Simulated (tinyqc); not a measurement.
X-ray reflectivity of a thin film on silicon: critical angles, Parratt recursion, fringes and roughness: one step, computed by the program tinyqc. Command: `OMP_NUM_THREADS=1 python tinyqc.py 3120184 3120185 out.jsonl xrr walk`. One thread of a shared host (Intel(R) Xeon(R) Processor @ 2.30GHz), about 0.01 s of CPU time with the checks.

n = 1 - delta + i beta; the classical electron radius is r_e = 2.8179403e-6 nm. Layer 0 is vacuum, 1 the film, 2 the substrate.

Question. Optical constants. delta = r_e lambda^2 rho_e/(2 pi), rho_e = density x electrons per mass x N_A; critical angle sqrt(2 delta), q_c = 4 sqrt(pi r_e rho_e).

Inputs (values chosen for the exercise, modelled on TaN on silicon, copper K-alpha radiation):

| quantity | value | unit |
|---|---|---|
| wavelength lambda | 0.15406 | nm |
| film density rho | 13.7 | g/cm^3 |
| effective electrons per unit mass, film | 0.412 | mol/g |
| beta/delta, film | 0.088 | - |
| substrate density | 2.33 | g/cm^3 |
| effective electrons per unit mass, substrate | 0.507 | mol/g |
| beta/delta, substrate | 0.023 | - |

Constants: N_A = 6.02214076e+23 1/mol.

Give: the table «Constants» with the columns rho_e (1/nm^3), delta, beta, critical angle (degrees), q_c (1/nm), for layer = film, substrate.

Answer.

Constants:

| layer | rho_e (1/nm^3) | delta | beta | critical angle (degrees) | q_c (1/nm) |
|---|---|---|---|---|---|
| film | 3399 | 3.618e-05 | 3.184e-06 | 0.4874 | 0.6939 |
| substrate | 711 | 7.573e-06 | 1.742e-07 | 0.2230 | 0.3174 |
